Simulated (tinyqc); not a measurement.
# Hot electrons in a saturated n-channel MOSFET, lucky-electron model: what changes with what

Beyond pinch-off the lateral field grows as Esat cosh(y/l) over the velocity-saturated region (pseudo-two-dimensional model). Impact ionisation in this region gives the substrate current, which biases the body forward through Rsub. Currents are per width. Local-field laws: they overstate ionisation when the field peak is narrower than an energy relaxation length.

Values chosen for this exercise; values close to those of silicon n-channel devices:
- L = 0.35 um (channel length)
- tox = 7.2 nm (oxide thickness)
- xj = 88 nm (junction depth)
- VT = 0.75 V (threshold)
- mu = 350 cm^2/(V s) (effective mobility)
- vs = 7.6e6 cm/s (saturation velocity)
- Ai = 2e6 1/cm (ionisation prefactor)
- Bi = 1.75 MV/cm (ionisation field)
- Rd = 0 ohm um (resistance of the lightly doped drain)
- Rsub = 19000 ohm um (substrate resistance)
- kb = 0.28 (fall of VT per volt of forward body bias)
- m = 2.8 (lifetime exponent)
- Hl = 4300 s uA/um (lifetime constant)
- Vd = 2.4 V (drain voltage)
- Vg = 1.6 V (gate voltage)

Constants: eps0 = 8.8541878128e-14 F/cm where lengths are in cm. Results are converted to the units shown.

Each table varies one quantity; the others keep the values above.

## Effect of the junction depth

Cox = 3.9 eps0/tox, l = sqrt(3 tox xj), Esat = 2 vs/mu. Overdrive g = Vg - VT + kb Vb; Vdsat = g Esat L/(g + Esat L); Id = Cox vs (g - Vdsat); dV = Vd - Id Rd - Vdsat; Em = sqrt((dV/l)^2 + Esat^2); Isub = Id (Ai/Bi) l Em exp(-Bi/Em). Vb = Rsub Isub is solved self-consistently. Lifetime tau = (Hl/Id)(Isub/Id)^(-m); 1 year = 3.15576e7 s.

Result of one run:
```
xj (nm)	Id (uA/um)	Em (MV/cm)	Isub (uA/um)	Isub/Id	tau (years)
88	115.7	0.4257	4.023	0.03476	0.01432
```

What becomes of these results when the junction depth xj is changed from 88 to 35 nm, all else the same?

Result of the changed run:
```
xj (nm)	Id (uA/um)	Em (MV/cm)	Isub (uA/um)	Isub/Id	tau (years)
35	134.3	0.6610	19.76	0.1471	2.172e-4
```

The whole series:
```
xj (nm)	Id (uA/um)	Em (MV/cm)	Isub (uA/um)	Isub/Id	tau (years)
35	134.3	0.6610	19.76	0.1471	2.172e-4
48	125.3	0.5697	12.17	0.09712	7.449e-4
65	119.5	0.4928	7.233	0.06054	0.002934
88	115.7	0.4257	4.023	0.03476	0.01432
120	113.4	0.3660	2.027	0.01787	0.09415
160	112.2	0.3181	0.9795	0.008727	0.7075
220	111.6	0.2724	0.3886	0.003483	9.318
```

As xj goes from 35 to 220 nm, Em falls from 0.661 to 0.272 MV/cm, Isub falls from 19.8 to 0.389 uA/um and tau rises from 2.17e-4 to 9.32 years. From the first row to the last, log10(tau) changes by 4.6: 4.6 from (Isub/Id)^(-m), which holds Em and l, and 0.081 from 1/Id. At xj = 35 nm Isub/Id passes 0.1, where multiplication of the secondary carriers, left out here, counts.

## Effect of the gate voltage

Same model as above.

Results:
```
Vg (V)	Id (uA/um)	Em (MV/cm)	Isub (uA/um)	Isub/Id	tau (years)
0.9	5.063	0.5205	0.4552	0.08991	0.02287
1.09	23.69	0.4874	1.587	0.06699	0.01114
1.27	50.61	0.4619	2.635	0.05206	0.01056
1.46	86.08	0.4397	3.522	0.04092	0.01220
1.84	171.9	0.4053	4.628	0.02692	0.01971
2.02	217.4	0.3924	4.919	0.02262	0.02537
2.21	268.1	0.3805	5.117	0.01909	0.03312
2.4	320.9	0.3701	5.232	0.01631	0.04300
```

Estimate the missing row, Vg = 1.65 V.

Computed row:
```
Vg (V)	Id (uA/um)	Em (MV/cm)	Isub (uA/um)	Isub/Id	tau (years)
1.65	126.9	0.4211	4.173	0.03288	0.01526
```

With this row back in the table: As Vg goes from 0.9 to 2.4 V, Em falls from 0.521 to 0.370 MV/cm, Isub rises from 0.455 to 5.23 uA/um and tau goes from 0.0229 through a minimum of 0.0106 (at Vg = 1.27 V among the rows listed) to 0.0430 years.

## Effect of the oxide thickness

Same model as above.

Results:
```
tox (nm)	Id (uA/um)	Em (MV/cm)	Isub (uA/um)	Isub/Id	tau (years)
4	247.36	0.55818	22.302	0.090159	4.6453e-4
5	179.82	0.50546	11.835	0.065818	0.0015423
7.6	108.97	0.41473	3.4017	0.031217	0.020548
9.4	86.616	0.37412	1.7159	0.019811	0.092350
12	67.177	0.33211	0.73868	0.010996	0.61899
14	57.392	0.30803	0.41873	0.0072959	2.2850
```

Estimate the missing row, tox = 6.1 nm.

Computed row:
```
tox (nm)	Id (uA/um)	Em (MV/cm)	Isub (uA/um)	Isub/Id	tau (years)
6.1	140.19	0.46070	6.6357	0.047334	0.0049792
```

With this row back in the table: As tox goes from 4 to 14 nm, Em falls from 0.558 to 0.308 MV/cm, Isub falls from 22.3 to 0.419 uA/um and tau rises from 4.65e-4 to 2.28 years. From the first row to the last, log10(tau) changes by 3.7: 3.1 from (Isub/Id)^(-m), which holds Em and l, and 0.63 from 1/Id.

Numbers from tinyqc (`OMP_NUM_THREADS=1 python tinyqc.py 2550101 2550102 out.jsonl`; about 0.01 s on one thread of a shared Intel Xeon 2.30GHz).
